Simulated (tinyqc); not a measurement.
What each parameter does: ellipsoidal valleys in the axes of a wafer and a channel.

Valleys with axes a along x, y and z, two valleys each; inverse mass tensor w = 1/mt + (1/ml - 1/mt) a a. Device axes: z = nz/|nz|, x = nx/|nx|, y = z cross x; in them a = (ax, ay, az). Confinement mass mz = 1/w_zz. In the plane w_ij is replaced by u_ij = w_ij - w_iz w_jz/w_zz (i, j = x, y); density-of-states mass md = 1/sqrt(det u); conductivity mass along x mc = 1/u_xx; ballistic transport mass mx = u_yy/det u, width mass my = 1/u_yy.

Hard walls: E_n = c (n pi/t)^2/mz, c = hbar^2/2m0, n = 1, 2, 3. Non-degenerate share of a valley proportional to md sum_n exp(-E_n/kT); mean 1/mc = sum of share/mc. 1 nm = 10 angstrom.

Constants: hbar^2/2m0 = 3.80998211 eV angstrom^2; kB = 8.617333262e-05 eV/K.

Inputs chosen for the exercise (near those of the Delta valleys of Si; not measured data):

| symbol | value | unit | meaning |
|---|---|---|---|
| ml | 0.938 | m0 | longitudinal mass |
| mt | 0.191 | m0 | transverse mass |
| nz | (1, 0, 0) |  | surface normal (confinement) |
| nx | (0, 1, 1) |  | channel direction |
| t | 6.9 | nm | thickness of the film |
| T | 400 | K | temperature |

Lowest E1, its share and the mean conductivity mass. Each row changes one parameter from the base and keeps the others.

Results:

| case | lowest E1 (meV) | share | mean mc (m0) |
|---|---|---|---|
| base | 8.42 | 0.4808 | 0.2408 |
| ml = 0.844 m0 | 9.36 | 0.4769 | 0.2395 |
| mt = 0.172 m0 | 8.42 | 0.5030 | 0.2158 |
| t = 6.21 nm | 10.40 | 0.5201 | 0.2361 |
| T = 440 K | 8.42 | 0.4657 | 0.2426 |

The largest shifts from the base row, up to three for each result and ties (the steps differ in size, so this ranks the rows, not the parameters). lowest E1 (meV): t +1.98, ml +0.94; unchanged at the printed digits by mt and T. share: t +0.0393, mt +0.0222, T -0.0151. mean mc (m0): mt -0.0250, t -0.0047, T +0.0018.

Program tinyqc; command `OMP_NUM_THREADS=1 python tinyqc.py 1881079 1881080 out.jsonl`; about 0.01 s on one thread of a shared Intel(R) Xeon(R) Processor @ 2.30GHz.
